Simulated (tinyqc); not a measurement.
# Threshold-voltage variability of a planar MOSFET, analytic estimates, step by step

tinyqc, about 0.01 s, one thread, Intel Xeon 2.30GHz (shared host): `OMP_NUM_THREADS=1 python tinyqc.py 2090006 2090007 out.jsonl` Printed values are rounded.

Three independent sources add in quadrature: random dopants in the depleted layer, metal-gate grains of two orientations, and roughness of the two gate edges acting through the roll-off VT = VT(long) - Vr exp(-L/l). These are first-order estimates: no three-dimensional electrostatics, no percolation.

Parameters, values chosen for the exercise; material values close to those of silicon:
- T = 325 K (temperature)
- Eg = 1.14 eV (band gap)
- eps_r = 11.7 (relative permittivity of the semiconductor)
- Nc = 3.16e19 cm^-3 (conduction-band density of states at T)
- Nv = 3.01e19 cm^-3 (valence-band density of states at T)
- Na = 8.7e17 cm^-3 (channel doping)
- ti = 2.4 nm (oxide-equivalent thickness in inversion)
- L = 20 nm (gate length)
- W = 34 nm (gate width)
- G = 5 nm (metal grain size)
- dW = 0.3 eV (work-function difference of the two grain orientations)
- p = 0.4 (share of the orientation of higher work function)
- De = 1 nm (rms roughness of one gate edge)
- La = 15 nm (correlation length of the roughness)
- l = 3.7 nm (decay length of the threshold roll-off)
- Vr = 2.5 V (prefactor of the roll-off)
- n = 1.19 (subthreshold factor)
- gI = 20 1/V (gm/I of a matched pair)
- sb = 0.8 % (spread of the gain factor of one device)
- Nb = 268435456 (number of cells)
- Y = 0.974 (wanted yield)

Constants: q = 1.602176634e-19 C, kB = 1.380649e-23 J/K, Vt = kB T/q, eps0 = 8.8541878128e-14 F/cm where lengths are in cm. Results are converted to the units shown.

Range of the model: The depletion depth exceeds L, so source and drain share much of the charge and the dopant estimate is rough. gI s exceeds 0.2, so the linear formula for the current mismatch is only a rough guide.

## Random dopants

ni = sqrt(Nc Nv) exp(-Eg/(2 Vt)), Eg in volts; Cox = 3.9 eps0/ti; Wd = sqrt(4 eps0 eps_r Vt ln(Na/ni)/(q Na)); dopants: s1 = (q/Cox) sqrt(Na Wd/(3 L W)). The slope A1 = s1 sqrt(L W); mean number of dopants Na L W Wd.

Cox = 1.43881 uF/cm^2
Wd = 37.3821 nm
mean number of dopants = 22.1153
A1 = 1.15942 mV um
s1 = 44.4616 mV

Counting alone, 1/sqrt(N) of the depletion voltage q Na Wd/Cox = 362 mV, would give sqrt(3) times more: dopants deep in the layer act less on the surface.

## Metal grains and edge roughness

Grains: Ng = L W/G^2 (at least 1), s2 = dW sqrt(p (1 - p)/Ng). Edges, with exponential correlation and u = W/La: the mean gate length has sL^2 = 2 De^2 (2/u)[1 - (1 - exp(-u))/u]; s3 = sL (Vr/l) exp(-L/l).

Ng = 27.2
s2 = 28.1801 mV
sL = 1.03289 nm
dVT/dL = 3.03529 mV/nm
s3 = 3.13512 mV

## Total spread, mismatch and leakage

s = sqrt(s1^2 + s2^2 + s3^2). For a pair: s(dVT) = sqrt(2) s; current mismatch sqrt(2) sqrt((gI s)^2 + sb^2); input offset = current mismatch/gI. For a Gaussian VT the off current is log-normal with mean/median = exp(s^2/(2 (n Vt)^2)).

s = 52.7331 mV
s(dVT) = 74.5758 mV
current mismatch = 149.156 %
input offset = 74.5780 mV
mean/median of Ioff = 3.49658

The dopants give 71.1 % of the variance; without them s would be 28.4 mV. A current mismatch this large is beyond the linear estimate.

## Iteration 1: margin in standard deviations for the wanted yield

k at the start = 4

Cells fail independently with probability Q(k) = erfc(k/sqrt(2))/2 when the margin is k standard deviations, and Y = exp(-Nb Q(k)). phi = exp(-k^2/2)/sqrt(2 pi). Newton steps on ln Q(k) = ln(-ln(Y)/Nb): k(new) = k + [ln Q - ln(-ln(Y)/Nb)] Q/phi.

Q(k) = 3.16712e-5
phi = 1.33830e-4
k after iteration 1 = 7.00183

## Iteration 2: margin in standard deviations for the wanted yield

As before.

Q(k) = 1.26324e-12
phi = 9.01872e-12
k after iteration 2 = 6.39215

## Course of the iteration: margin in standard deviations for the wanted yield

Stop when k changes by less than 1e-9, or after 30 iterations.

Course of the iteration:
```
iteration        k  |change|
1          7.00183      3.00
2          6.39215     0.610
3          6.36428    0.0279
4          6.36423   5.83e-5
5          6.36423  2.55e-10
```

Converged in 5 iterations. At the end the number of correct digits about doubles with each step. With s(dVT) = 74.6 mV, 6.36 standard deviations are 475 mV.
